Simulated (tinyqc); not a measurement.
Peak against initial coverage: adsorption as a lattice gas: isotherms with interactions, competition, desorption peaks and saturation dose. Computed by tinyqc, a small Python program. Command: `OMP_NUM_THREADS=1 python tinyqc.py 3007990 3007991 out.jsonl adsorb walk`. One thread of a shared host (Intel(R) Xeon(R) Processor @ 2.30GHz), about 0.1 s of CPU time with the checks.

One adsorbate per site; a molecule needs 2 empty sites. Gas and surface have the same temperature.

Inputs (values chosen for the exercise, for a model surface):
```
quantity                          value  unit
desorption energy E                2.04    eV
prefactor nu                      1e+12   1/s
pair energy w (positive repels)  -0.049    eV
neighbours z                          4     -
heating rate beta                   0.8   K/s
```

Adsorption: dissociative (second order).

Constants: k_B = 8.617333262e-05 eV/K.

Method. Heating at the rate beta: d theta/dT = -(nu/beta) theta^2 exp(-[E - 2 z w theta]/(k_B T)). Integrated numerically (relative tolerance 1e-9); T_p is the maximum of the rate.

Peak temperatures (K):
```
theta_0   w = 0  with w
0.1      817.64  830.44
0.3      789.63  826.21
0.5      777.23  836.49
0.7      769.26  850.53
0.9      763.42  866.31
```

Without interaction the peak moves down by 54.2 K, the mark of second order; with w it moves by +35.9 K.

Extremes, crossings and ranges named in words are read from the listed rows.
